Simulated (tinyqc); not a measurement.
# CMOS inverter, nodal equation and switching: several studies

An n-channel pull-down (bn, VTn) and a p-channel pull-up (bp, VTp) share the input Vin and the output node Vout, which carries the load C. Transistor (EKV form, voltages against the body): I = 2 n b Vt^2 [F(vp - Vs) - F(vp - Vd)] from drain to source, F(v) = ln^2(1 + exp(v/(2 Vt))), vp = (Vg - VT + sg |Vd - Vs|)/n. n-channel bodies are at 0; for the p-channel device all voltages are counted down from Vdd. b in uA/V^2 gives I in uA. Static: In = Ip. Transient: C dVout/dt = Ip - In. No velocity saturation, no gate capacitance beyond C.

Parameters, values chosen for the exercise:

| symbol | value | unit | meaning |
|---|---|---|---|
| T | 300 | K | temperature |
| Vdd | 0.7 | V | supply voltage |
| n | 1.28 |  | slope factor |
| sg | 0.116 |  | drain-induced barrier lowering |
| VTn | 0.31 | V | n-channel threshold |
| VTp | 0.29 | V | p-channel threshold (magnitude) |
| bn | 420 | uA/V^2 | gain factor of the pull-down transistor |
| bp | 130 | uA/V^2 | gain factor of the pull-up transistor |
| C | 2.9 | fF | load capacitance |

Constants: q = 1.602176634e-19 C, kB = 1.380649e-23 J/K, Vt = kB T/q. Results are converted to the units shown.

Each table varies one quantity; the others keep the values above.

## Effect of the drain-induced barrier lowering

VM solves In = Ip with Vin = Vout; VIL and VIH are the inputs of gain -1, NML = VIL - Vout(VIH), NMH = Vout(VIL) - VIH. For a step input the delay to Vdd/2 is tHL = C times the integral of dV/(In - Ip) from Vdd/2 to Vdd at Vin = Vdd, and tLH likewise with Ip - In from 0 to Vdd/2 at Vin = 0.

Results:

| sg | VM (V) | gain at VM | NML (V) | NMH (V) | tHL (ps) | tLH (ps) |
|---|---|---|---|---|---|---|
| 0.01 | 0.3273 | -99.88 | 0.2735 | 0.3214 | 39.58 | 115.9 |
| 0.04 | 0.3265 | -24.99 | 0.2599 | 0.3111 | 36.63 | 107.6 |
| 0.1 | 0.3248 | -9.998 | 0.2324 | 0.2907 | 31.66 | 93.65 |
| 0.13 | 0.3239 | -7.691 | 0.2186 | 0.2807 | 29.55 | 87.69 |
| 0.16 | 0.3229 | -6.249 | 0.2046 | 0.2707 | 27.66 | 82.29 |
| 0.19 | 0.3220 | -5.262 | 0.1906 | 0.2608 | 25.95 | 77.41 |
| 0.22 | 0.3210 | -4.544 | 0.1767 | 0.2510 | 24.39 | 72.96 |

Estimate the missing row, sg = 0.07.

Computed row:

| sg | VM (V) | gain at VM | NML (V) | NMH (V) | tHL (ps) | tLH (ps) |
|---|---|---|---|---|---|---|
| 0.07 | 0.3257 | -14.28 | 0.2462 | 0.3009 | 34.00 | 100.3 |

With this row back in the table: As sg goes from 0.01 to 0.22, VM falls from 0.327 to 0.321 V, the size of the gain falls from 99.9 to 4.54, tHL falls from 39.6 to 24.4 ps and tLH falls from 116 to 73.0 ps. The smaller margin is largest, 0.273 V, at sg = 0.01 among the rows. Barrier lowering gives both transistors an output conductance, which caps the gain.

## Effect of the gain factor of the pull-up transistor

Same model as above.

Result of one run:

| bp (uA/V^2) | VM (V) | gain at VM | NML (V) | NMH (V) | tHL (ps) | tLH (ps) |
|---|---|---|---|---|---|---|
| 1100 | 0.3874 | -8.618 | 0.2981 | 0.2121 | 30.51 | 10.68 |

What becomes of these results when the gain factor of the pull-up transistor bp is changed from 1100 to 200 uA/V^2, all else the same?

Result of the changed run:

| bp (uA/V^2) | VM (V) | gain at VM | NML (V) | NMH (V) | tHL (ps) | tLH (ps) |
|---|---|---|---|---|---|---|
| 200 | 0.3370 | -8.619 | 0.2396 | 0.2705 | 30.51 | 58.75 |

The whole series:

| bp (uA/V^2) | VM (V) | gain at VM | NML (V) | NMH (V) | tHL (ps) | tLH (ps) |
|---|---|---|---|---|---|---|
| 84 | 0.3116 | -8.619 | 0.2105 | 0.3002 | 30.51 | 139.9 |
| 130 | 0.3243 | -8.619 | 0.2251 | 0.2853 | 30.51 | 90.39 |
| 200 | 0.3370 | -8.619 | 0.2396 | 0.2705 | 30.51 | 58.75 |
| 300 | 0.3490 | -8.619 | 0.2534 | 0.2566 | 30.51 | 39.17 |
| 470 | 0.3623 | -8.619 | 0.2688 | 0.2411 | 30.51 | 25.00 |
| 710 | 0.3745 | -8.619 | 0.2831 | 0.2270 | 30.51 | 16.55 |
| 1100 | 0.3874 | -8.618 | 0.2981 | 0.2121 | 30.51 | 10.68 |
| 1700 | 0.4002 | -8.618 | 0.3130 | 0.1975 | 30.51 | 6.912 |

As bp goes from 84 to 1700 uA/V^2, VM rises from 0.312 to 0.400 V, the size of the gain stays near 8.62, tHL stays near 30.5 ps and tLH falls from 140 to 6.91 ps. The smaller margin is largest, 0.253 V, at bp = 300 uA/V^2 among the rows. A stronger pull-up raises VM and trades low-side against high-side margin.

## Effect of the slope factor

Same model as above.

Results:

| n | VM (V) | gain at VM | NML (V) | NMH (V) | tHL (ps) | tLH (ps) |
|---|---|---|---|---|---|---|
| 1 | 0.3287 | -8.619 | 0.2288 | 0.2828 | 23.98 | 71.22 |
| 1.2 | 0.3256 | -8.619 | 0.2264 | 0.2845 | 28.62 | 84.83 |
| 1.3 | 0.3240 | -8.619 | 0.2247 | 0.2855 | 30.98 | 91.79 |
| 1.4 | 0.3223 | -8.619 | 0.2229 | 0.2866 | 33.34 | 98.78 |
| 1.5 | 0.3206 | -8.619 | 0.2209 | 0.2877 | 35.70 | 105.8 |
| 1.6 | 0.3189 | -8.619 | 0.2187 | 0.2888 | 38.06 | 112.8 |

Estimate the missing row, n = 1.1.

Computed row:

| n | VM (V) | gain at VM | NML (V) | NMH (V) | tHL (ps) | tLH (ps) |
|---|---|---|---|---|---|---|
| 1.1 | 0.3272 | -8.619 | 0.2278 | 0.2836 | 26.28 | 77.95 |

With this row back in the table: As n goes from 1 to 1.6, VM falls from 0.329 to 0.319 V, the size of the gain stays near 8.62, tHL rises from 24.0 to 38.1 ps and tLH rises from 71.2 to 113 ps. The smaller margin is largest, 0.229 V, at n = 1 among the rows.

Program tinyqc, `OMP_NUM_THREADS=1 python tinyqc.py 2340142 2340143 out.jsonl`; Intel Xeon 2.30GHz, shared host, one thread, about 0.06 s.
